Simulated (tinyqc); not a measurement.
## Silicon n-p-n transistor, Gummel numbers and transit times: Cut-off frequency against collector current

One-dimensional n-p-n transistor in the forward active mode at low injection. In the base p(x) = NB exp(-eta x/wb) and ni(x)^2 = ni^2 exp((g0 + g1 x/wb)/Vt); electrons leave the base at vsat; band spikes at the emitter junction and recombination inside the emitter are ignored.

f(x) = p(x) ni^2/ni(x)^2; I(x) = integral from x to wb of f/Dn, plus f(wb)/vsat; base Gummel number GB = I(0); electron density per unit flux n/(J/q) = I/f; base transit time tauB = integral of I/f over the base. ni = sqrt(Nc Nv) exp(-Eg/(2 Vt)), Eg in volts; JC = J0 exp(VBE/Vt), J0 = q ni^2/GB; collector layer one-sided, Wc = sqrt(2 eps0 eps_r (Vbc + VCB)/(q NC)), Vbc = Vt ln(NB exp(-eta) NC/ni^2), Cjc = eps0 eps_r/Wc, tauC = Wc/(2 vsat). Delay 1/(2 pi fT) = tauE + tauB + tauC + tauR with tauE = Vt (Cj + Cjc)/JC and tauR = Rc Cjc. Charge stored in the emitter is left out. The Kirk effect, also left out, sets in near JC = q NC vsat. n(0) = (JC/q) I(0)/f(0).

Values chosen for this exercise; band and dielectric values close to those of silicon:
- T = 300 K (temperature)
- Eg = 1.1 eV (band gap)
- eps_r = 11.9 (relative permittivity)
- Nc = 2.8e19 cm^-3 (conduction-band density of states at T)
- Nv = 2.63e19 cm^-3 (valence-band density of states at T)
- vsat = 9.97e6 cm/s (saturation velocity)
- wb = 220 nm (neutral base width)
- NB = 1.4e18 cm^-3 (base doping at the emitter edge)
- eta = 0 (doping falls as exp(-eta x/wb))
- g0 = 0 eV (gap reduction at the emitter edge of the base)
- g1 = 0 eV (further gap reduction across the base (linear))
- Dn = 5.1 cm^2/s (electron diffusion coefficient in the base)
- NC = 5.7e15 cm^-3 (collector doping)
- VCB = 0.4 V (collector-base reverse bias)
- Cj = 1.2 fF/um^2 (emitter junction capacitance)
- Rc = 17 ohm um^2 (emitter plus collector resistance)

Constants: q = 1.602176634e-19 C, kB = 1.380649e-23 J/K, Vt = kB T/q, eps0 = 8.8541878128e-14 F/cm where lengths are in cm. Results are converted to the units shown.

The same in every row: tauB (ps) = 49.66; tauC (ps) = 2.644; tauR (ps) = 0.003398.

Cut-off frequency against collector current:
```
JC (mA/um^2)  VBE (V)  tauE (ps)  fT (GHz)  JC/(q NC vsat)   n(0)/NB
0.0003         0.7545      120.6    0.9203        0.003295  5.904e-4
0.00065        0.7745      55.68     1.474        0.007139  0.001279
0.0014         0.7943      25.85     2.036         0.01538  0.002755
0.003          0.8141      12.06     2.473         0.03295  0.005904
0.0064         0.8336      5.655     2.746         0.07029   0.01259
0.014          0.8539      2.585     2.900          0.1538   0.02755
0.03           0.8736      1.206     2.974          0.3295   0.05904
0.064          0.8932     0.5655     3.010          0.7029    0.1259
0.14           0.9134     0.2585     3.028           1.538    0.2755
```

fT rises from 0.920 to 3.03 GHz as the charging time falls as 1/JC; its limit for vanishing tauE is 3.04 GHz, of which the largest delay is tauB (94.9 %). tauE equals the other delays together at JC = 6.92e-4 mA/um^2. For JC = 0.064, 0.14 JC nears or passes q NC vsat, where base push-out would lower fT. For JC = 0.14 the electron density at the emitter edge exceeds a fifth of NB, beyond low injection.

Range of the model: Heavy doping makes emitter or base degenerate; gE and g0 are to be read as apparent gap changes that include this.

Program tinyqc, `OMP_NUM_THREADS=1 python tinyqc.py 2320053 2320054 out.jsonl`; Intel Xeon 2.30GHz, shared host, one thread, about 0.01 s.
